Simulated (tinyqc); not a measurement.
Inside a calculation. Model: chemical vapour deposition: Grove model, boundary layer, depletion and step coverage. Computed by tinyqc, a small Python program that keeps every step. Command: `OMP_NUM_THREADS=1 python tinyqc.py 3023906 3023907 out.jsonl cvd walk`. One thread of a shared host (Intel(R) Xeon(R) Processor @ 2.30GHz), about 0.01 s of CPU time with the checks. Intermediate numbers are printed to about 5 digits and carried at full precision; extremes and crossings named in words are read from the listed rows.

A precursor diffuses to the surface and reacts there at first order; each molecule that reacts adds one formula unit of film.

Inputs (values chosen for the exercise, close to those used for tungsten from its fluoride): prefactor k0 of k_s = 980000 cm/s; activation energy E = 0.714 eV; temperature T = 420 C; total pressure p = 45 torr; mole fraction of the precursor Y = 0.0037; gas diffusivity D0 at 273.15 K and 760 torr = 0.17 cm^2/s; film density N = 6.3e+22 formula units/cm^3; precursor mass M = 298 u; trench width w = 0.33 um; aspect ratio of the trench = 45; gas velocity U = 17 cm/s; kinematic viscosity nu0 at 273.15 K and 760 torr = 0.52 cm^2/s; susceptor length L = 45 cm; channel height b = 3.5 cm.

Reactor: horizontal, reduced pressure.

Constants: k_B = 1.380649e-23 J/K; u = 1.6605390666e-27 kg; k_B = 8.617333262e-05 eV/K.

## Gas-phase and surface constants

k_s = k0 exp(-E/(k_B T)); C_g = Y p/(k_B T), 1 torr = 133.322 Pa; D = D0 (T/273.15)^1.75 (760/p). Temperatures in kelvin are T(C) + 273.15. Mean speed c = sqrt(8 k_B T/(pi M)); reactive sticking probability beta = 4 k_s/c.

surface rate constant k_s = 6.3074 cm/s

precursor density C_g = 2.3196e+15 1/cm^3

gas diffusivity D = 14.649 cm^2/s

mean speed c = 22192 cm/s

sticking probability beta = 0.0011369

## Boundary layer

nu = nu0 (T/273.15)^1.75 (760/p); Re = U L/nu; mean boundary layer delta = (2/3) L/sqrt(Re), at most b/2; h_g = D/delta.

Reynolds number Re = 17.073

boundary layer delta = 1.75 cm

mass-transfer coefficient h_g = 8.3706 cm/s

Caution: the boundary layer is capped at b/2, so U, L and nu no longer affect h_g.

## Growth rate at the inlet

Fluxes in series: C_s = C_g/(1 + k_s/h_g); growth rate G = k_s h_g/(k_s + h_g) C_g/N; 1 cm/s = 6e8 nm/min.

ratio k_s/h_g = 0.75352

C_s/C_g = 0.57028

growth rate G at the inlet = 79.462 nm/min

Reaction and transport resist to a similar degree.

## Depletion along the susceptor

Plug flow: U b dC/dx = -k_eff C with k_eff = k_s h_g/(k_s + h_g), so C falls as exp(-k_eff x/(U b)); the used share of the precursor is 1 - C(L)/C(0).

k_eff = 3.5970 cm/s

depletion length = 16.542 cm

rate at the outlet over rate at the inlet = 0.065847

rate at the outlet = 5.2323 nm/min

93.4 % of the precursor is used.

## Reaction control against transport control

The formulas are those given above.

Rates:
```
T (C)  k_s (cm/s)  h_g (cm/s)  G (nm/min)  reaction limit (nm/min)  transport limit (nm/min)
220    4.9483e-02       4.613        1.52               1.5365e+00                    143.25
270    2.3236e-01       5.463        6.28               6.5507e+00                    154.01
320    8.4068e-01       6.373       19.17               2.1702e+01                    164.52
370    2.4904e+00       7.343       44.28               5.9292e+01                    174.82
420    6.3074e+00       8.371       79.46               1.3934e+02                    184.92
470    1.4097e+01       9.456      116.61               2.9047e+02                    194.83
520    2.8469e+01      10.597      149.09               5.4962e+02                    204.58
570    5.2896e+01      11.794      175.13               9.6063e+02                    214.18
620    9.1693e+01      13.045      195.79               1.5720e+03                    223.64
```

The apparent activation energy of G is 0.66 eV between the first rows and 0.14 eV between the last, against E = 0.714 eV. k_s passes h_g between 420 and 470 C, where control shifts from the surface to the gas. In the reaction limit the slope is E - k_B T, because C_g falls as 1/T; any further lowering comes from transport.

## Step coverage in a trench

In a long trench of width w and depth l = aspect ratio x w: Knudsen diffusivity D_K = (2w) c/3 (hydraulic diameter 2w), combined as 1/D_e = 1/D_K + 1/D; D_e d2C/dz2 = 2 k_s C/w with D_e dC/dz = -k_s C at the floor. With m = sqrt(2 k_s/(w D_e)): C(floor)/C(top) = 1/[cosh(m l) + (k_s/(D_e m)) sinh(m l)].

Knudsen diffusivity D_K = 0.48822 cm^2/s

effective diffusivity D_e = 0.47247 cm^2/s

modulus m l = 1.3357

step coverage = 0.48564

Wall collisions limit transport in the trench; then m l = aspect ratio x sqrt(3 beta)/2, 1.3140, whatever the width. The floor is starved, and the trench would close at the top. Caution: the hydraulic-diameter form of D_K is rough for a slit.

Checks made by the program: step coverage against a numerical boundary-value solution (relative difference below 1e-10).
